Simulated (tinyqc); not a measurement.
Gain for each load and current direction: deformation-potential model of the X valleys of a conduction band.

Valleys with axes along x, y and z, one whole valley each. Herring-Vogt shift of a valley with unit axis a: dE = Xd tr(e) + Xu a.e.a. Non-degenerate shares n_i = exp(-dE_i/kT)/sum_j exp(-dE_j/kT). Inverse mass tensor of a valley: (1 - a a)/mt + a a/ml; the masses are taken as independent of strain.

s11 = (C11 + C12)/((C11 - C12)(C11 + 2 C12)), s12 = -C12/((C11 - C12)(C11 + 2 C12)), s44 = 1/C44; exx = s11 sxx + s12 (syy + szz) and cyclic, exy = s44 sxy/2; tension is positive. A uniaxial stress X along the unit vector n is s_ij = X n_i n_j.

Constants: kB = 8.617333262e-05 eV/K.

Values chosen for the exercise (near those of AlAs; shifted at random, so the results belong to these values and not to a real crystal): ml = 1.137 m0 (longitudinal mass); mt = 0.207 m0 (transverse mass); Xd = 1.06 eV (dilation potential); Xu = 5.54 eV (uniaxial potential); C11 = 125.5 GPa; C12 = 53.6 GPa; C44 = 54.4 GPa; X1 = 0.8 GPa (size of the stress); T = 77 K (temperature).

Each load has the size X1. Gain m_c(0)/m_c - 1 in per cent from repopulation alone, m_c = 1/(u.M.u), M = sum_i n_i (inverse mass tensor); biaxial means sxx = syy.

Gain (%); + is tension, - compression:

| load | [100] | [010] | [001] | [110] | [1-10] | [111] |
|---|---|---|---|---|---|---|
| uniaxial [110] (+) | 36.4 | 36.4 | -72.8 | 36.4 | 36.4 | 0.0 |
| uniaxial [110] (-) | -18.5 | -18.5 | 36.9 | -18.5 | -18.5 | 0.0 |
| uniaxial [100] (+) | 37.5 | -18.7 | -18.7 | 9.4 | 9.4 | 0.0 |
| uniaxial [100] (-) | -74.9 | 37.5 | 37.5 | -18.7 | -18.7 | 0.0 |
| uniaxial [111] (+) | 0.0 | 0.0 | 0.0 | 0.0 | 0.0 | 0.0 |
| uniaxial [111] (-) | 0.0 | 0.0 | 0.0 | 0.0 | 0.0 | 0.0 |
| biaxial (001) (+) | 37.5 | 37.5 | -74.9 | 37.5 | 37.5 | 0.0 |
| biaxial (001) (-) | -18.7 | -18.7 | 37.5 | -18.7 | -18.7 | 0.0 |

How do the results move, and what explains it?

The largest gain is +37.5 %, for 8 entries alike, where the repopulation is complete; for a [110] channel it is +37.5 %, under biaxial (001) (+). No gain or loss appears under uniaxial [111]: the valleys stay equivalent (in real silicon shear also changes the masses, which this model leaves out).

Run: tinyqc, `OMP_NUM_THREADS=1 python tinyqc.py 1050232 1050233 out.jsonl`; Intel(R) Xeon(R) Processor @ 2.30GHz, one thread, shared host; about 0.01 s of CPU time with all checks.
